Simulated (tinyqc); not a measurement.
Changing the backscatter range beta: electron-beam lithography: double-Gaussian proximity function, edge placement and dose correction for parallel lines. Computed by tinyqc, a small Python program. Command: `OMP_NUM_THREADS=1 python tinyqc.py 3111375 3111376 out.jsonl proximity sweep`. One thread of a shared host (Intel(R) Xeon(R) Processor @ 2.30GHz), about 0.01 s of CPU time with the checks.

Lines are infinitely long. Absorbed energy is counted so that the middle of a very large area written at dose 1 receives 1; the resist develops where it exceeds 1/2.

Inputs (values chosen for the exercise, of the order of those for 10 keV electrons in resist on silicon): forward range alpha = 0.017 micrometre; backscatter ratio eta = 0.55.

line widths (micrometre): 0.1  0.032  0.53  0.043  1.6

gaps between the lines (micrometre): 0.17  0.13  0.12  0.11

Method:
- The first line starts at x = 0; each next one starts after the width and the gap.
- f(r) = [exp(-r^2/alpha^2)/alpha^2 + eta exp(-r^2/beta^2)/beta^2]/(pi (1 + eta)). A line from a to b at dose d gives E(x) = d [S(alpha) + eta S(beta)]/(1 + eta), S(s) = [erf((b - x)/s) - erf((a - x)/s)]/2.
- M_ij is the mean of E at the two edges of line i from line j at dose 1.
- Uncorrected edge energies are M 1. Solve M d = 1/2 for the doses d that put the mean edge energy of every line at the threshold.

One run for each value:
```
backscatter range beta (micrometre)  largest over smallest dose
0.67                                                     1.5143
0.97                                                     1.4820
1.40                                                     1.3606
2.00                                                     1.2068
2.90                                                     1.0918
4.20                                                     1.0352
6.10                                                     1.0163
8.80                                                     1.0105
```

Over the rows, largest over smallest dose falls from 1.51 to 1.01 (exponent d ln y / d ln x -0.058 between the first rows and -0.015 between the last).

Extremes, crossings and ranges named in words are read from the listed rows.
